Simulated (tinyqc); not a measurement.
Inside a calculation. Method: Hubbard chain of 2 sites. One step of it, computed by the program tinyqc.

Question. The many-body Hamiltonian. Basis: all placements (u, d, 2, 0 on each site), up operators ordered before down ones; hops carry the sign of the same-spin electrons passed.

one-body matrix (hopping and site energies) (eV):
```
           1          2
1  -0.610000  -1.240000
2  -1.240000  -0.540000
```

U = 7.300000 eV

electrons, up and down: 1  1

Give: H.

Answer.

H (eV), lower triangle:
```
         20       ud       du      02
20   6.0800
ud  -1.2400  -1.1500
du  -1.2400   0.0000  -1.1500
02   0.0000  -1.2400  -1.2400  6.2200
```
